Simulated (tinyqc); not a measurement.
Transmission against energy, and which matching rule a chain obeys: heterojunction of two tight-binding chains.

Left chain: hopping -t1, sites at 2 t1 (band bottom 0). Right chain: hopping -t2, sites at dE + 2 t2 (bottom dE). t = c/(m a^2), c = hbar^2/2m0. The bond across the interface is -tc with tc = f sqrt(t1 t2), and the last left site has the extra energy U. In a chain E = bottom + 2t (1 - cos(ka)); the surface Green function of a half chain is g = -exp(ika)/t, with Im k > 0 where cos(ka) > 1.

Constants: hbar^2/2m0 = 3.80998211 eV angstrom^2.

Inputs chosen for the exercise (masses and offset of the size met at GaAs / AlGaAs; not measured data): a = 4 angstrom (site spacing); m1 = 0.061 m0 (mass on the left); m2 = 0.098 m0 (mass on the right); dE = 0.29 eV (band offset); f = 0.92 (factor on the interface hopping); U = 0 eV (extra energy on the last left site).

Chain A is the junction as given; chain B has tc = sqrt(t1 t2) and U = 0; chain C has tc = t2 and U = t2 - t1, the finite-difference form of -d/dx (c/m) d/dx. Continuum formulas T = 4 x y/(x + y)^2 with parabolic k: x, y = k/m on each side (BenDaniel-Duke) or x, y = k (slope continuous).

T:

| E - dE (eV) | E (eV) | chain A | chain B | chain C | k/m matched | k matched |
|---|---|---|---|---|---|---|
| 0.002 | 0.292 | 0.2612 | 0.3411 | 0.2283 | 0.2301 | 0.3437 |
| 0.005 | 0.295 | 0.3796 | 0.4831 | 0.3353 | 0.3379 | 0.4863 |
| 0.020 | 0.310 | 0.6102 | 0.7335 | 0.5528 | 0.5563 | 0.7369 |
| 0.050 | 0.340 | 0.7657 | 0.8778 | 0.7098 | 0.7133 | 0.8804 |
| 0.100 | 0.390 | 0.8603 | 0.9508 | 0.8127 | 0.8159 | 0.9524 |
| 0.200 | 0.490 | 0.9241 | 0.9884 | 0.8885 | 0.8913 | 0.9890 |
| 0.400 | 0.690 | 0.9588 | 0.9997 | 0.9352 | 0.9378 | 0.9997 |

Give the missing row, E - dE (eV) = 0.010, E (eV) = 0.300.

Computed row:
```
E - dE (eV)  E (eV)  chain A  chain B  chain C  k/m matched  k matched
0.010         0.300   0.4894   0.6069   0.4371       0.4402     0.6104
```

Chain C follows the k/m rule within 0.0035 and chain B the plain k rule within 0.0035, while the two rules differ by up to 0.1806: in B the self-energy of the right side is -t1 exp(i k2 a), so only k2 enters, and in C it is -t2 exp(i k2 a), which carries 1/m2. Chain A, with f = 0.92 and U = 0 eV, has an interface term of its own and lies up to 0.1233 from B and 0.0573 from C.

(tinyqc, `OMP_NUM_THREADS=1 python tinyqc.py 1450154 1450155 out.jsonl`, Intel(R) Xeon(R) Processor @ 2.30GHz, 1 thread, shared host, about 0.01 s.)
